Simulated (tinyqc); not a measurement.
Subthreshold parameters from three currents.

Question. Far below threshold and for Vds well above Vt the virtual-source current tends to I = Cinv n Vt vx0 exp((Vgs - VT0 + dl Vds + al Vt)/(n Vt)) per width, with constant n; the three currents follow this limit. Find n, dl and VT0.

Parameters, values chosen for the exercise:
```
symbol   value     unit                                                         meaning
T          273        K                                                     temperature
Cinv      1.74  uF/cm^2                                           inversion capacitance
vx0     1.72e7     cm/s                                  velocity at the virtual source
al         3.5           threshold shift (in units of Vt) from weak to strong inversion
```

Constants: q = 1.602176634e-19 C, kB = 1.380649e-23 J/K, Vt = kB T/q. Results are converted to the units shown.

I at (Vgs, Vds) = (-0.2, 0.3), (-0.08, 0.3) and (-0.2, 0.95) V (nA/um): 0.080056098  4.5873175  0.67168135

Answer. The first two currents differ in Vgs alone and give n; the first and third differ in Vds alone and give dl; the size of the first then gives VT0.

n = 1.26
dl = 0.0970 V/V
VT0 = 0.324 V

tinyqc, about 0.01 s, one thread, Intel Xeon 2.30GHz (shared host): `OMP_NUM_THREADS=1 python tinyqc.py 2380080 2380081 out.jsonl`
